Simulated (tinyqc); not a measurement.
LCCD on RHF in the 6-31g basis, for H2, spin multiplicity 1, step by step. One step of it, computed by the program tinyqc.

Task: Orthogonalisation. S = U s U^T; canonical form X = U s^(-1/2), so that X^T S X = 1. Each column of U has its largest component positive (the first on a tie).

overlap S, lower triangle:
```
,1H 1s,1H 2s,2H 1s,2H 2s
1H 1s,1.000000
1H 2s,0.658292,1.000000
2H 1s,0.349847,0.463328,1.000000
2H 2s,0.463328,0.806167,0.658292,1.000000
```

Give: eigenvalues of S; X.

Result:

eigenvalues of S: 0.1219  0.4334  0.7221  2.7226

X:
```
,1,2,3,4
1H 1s,-0.7013,0.8317,0.7806,0.2711
1H 2s,1.9002,-0.6796,0.2881,0.3319
2H 1s,0.7013,0.8317,-0.7806,0.2711
2H 2s,-1.9002,-0.6796,-0.2881,0.3319
```
